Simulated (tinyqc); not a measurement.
From results back to parameters: quantum-confined Stark effect in a modulator well. Two cases, with inputs chosen for the exercise.

Problem. The shift of E_e + E_h was computed from a hidden field.

Envelopes on cells of 0.5 angstrom over the well |z| < L/2 and 45 angstrom of barrier on each side, psi = 0 beyond, psi'/m continuous (mean mass between points), c = hbar^2/2m0. The electron sees + e F z and the hole - e F z, each with its offset in the barriers; 1 kV/cm = 1e-5 eV/angstrom. Light holes, band mixing and escape by tunnelling are left out.

Constants: hbar^2/2m0 = 3.80998211 eV angstrom^2.

Case 1.

Values chosen (near those of an InGaAsP well in InP; the results hold for these values, not for the real material): L = 64 angstrom (well width); Vc = 0.191 eV (conduction offset); Vv = 0.284 eV (heavy-hole offset); me = 0.0515 m0 (electron, well); meb = 0.0809 m0 (electron, barrier); mh = 0.35 m0 (heavy hole along z, well); mhb = 0.513 m0 (heavy hole, barrier).

shift = -5.233 meV

Case 2.

Values chosen (near those of an InGaAs well in InAlAs; the results hold for these values, not for the real material): L = 148 angstrom (well width); Vc = 0.545 eV (conduction offset); Vv = 0.208 eV (heavy-hole offset); me = 0.0407 m0 (electron, well); meb = 0.0747 m0 (electron, barrier); mh = 0.377 m0 (heavy hole along z, well); mhb = 0.417 m0 (heavy hole, barrier).

shift = -57.113 meV

Find: F; local exponent d ln(shift)/d ln F.

Solution. The shift grows steadily in size with F, so bisection finds one value; its slope is -e times the separation of the carriers.

Case 1.

F = 89.0 kV/cm
local exponent d ln(shift)/d ln F = 1.97

Case 2.

F = 114.0 kV/cm
local exponent d ln(shift)/d ln F = 1.49

Computed by tinyqc, one run a case: `OMP_NUM_THREADS=1 python tinyqc.py N N+1 out.jsonl` with N = 1280074, 1280083; one thread of a shared Intel(R) Xeon(R) Processor @ 2.30GHz, about 0.2 s a run at most.
